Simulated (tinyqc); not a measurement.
Worked calculation: Hubbard chain of 2 sites. One step of it, computed by the program tinyqc.

Task: The many-body Hamiltonian. Basis: all placements (u, d, 2, 0 on each site), up operators ordered before down ones; hops carry the sign of the same-spin electrons passed.

one-body matrix (hopping and site energies) (eV):
```
           1          2
1   0.000000  -1.830000
2  -1.830000   0.000000
```

U = 5.100000 eV

electrons, up and down: 1  1

Give: H.

Result:

H (eV):
```
         20       ud       du       02
20   5.1000  -1.8300  -1.8300   0.0000
ud  -1.8300   0.0000   0.0000  -1.8300
du  -1.8300   0.0000   0.0000  -1.8300
02   0.0000  -1.8300  -1.8300   5.1000
```
